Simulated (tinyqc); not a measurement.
From results back to parameters: band gaps under pressure and temperature from deformation potentials. Three cases, with inputs chosen for the exercise.

Problem. A gap falls from its value at 0 K by aV T^2/(T + bV). The falls at two temperatures are given.

Find: T^2/fall; aV; bV.

Method. T^2/fall = (T + bV)/aV is a straight line in T with slope 1/aV and intercept bV/aV.

Case 1.

Values chosen (out of a larger set: near those of GaAs, the X and L potentials typical of such crystals; not measured data): T12 = (100, 150) K (two temperatures).

falls at the two temperatures (meV): 16.343750  31.804054

Solution.

T^2/fall (K^2/meV): 611.9  707.5

aV = 0.523 meV/K
bV = 220 K

Case 2.

Values chosen (out of a larger set: near those of Si, the X and L potentials typical of such crystals; not measured data): T12 = (100, 500) K (two temperatures).

falls at the two temperatures (meV): 17.692308  157.407407

Solution.

T^2/fall (K^2/meV): 565.2  1588.2

aV = 0.391 meV/K
bV = 121 K

Case 3.

Values chosen (out of a larger set: near those of GaAs, the X and L potentials typical of such crystals; not measured data): T12 = (100, 200) K (two temperatures).

falls at the two temperatures (meV): 17.807309  53.466334

Solution.

T^2/fall (K^2/meV): 561.6  748.1

aV = 0.536 meV/K
bV = 201 K

Computed by tinyqc, one run a case: `OMP_NUM_THREADS=1 python tinyqc.py N N+1 out.jsonl` with N = 1051330, 1051333, 1051364; one thread of a shared Intel(R) Xeon(R) Processor @ 2.30GHz, about 0.01 s a run at most.
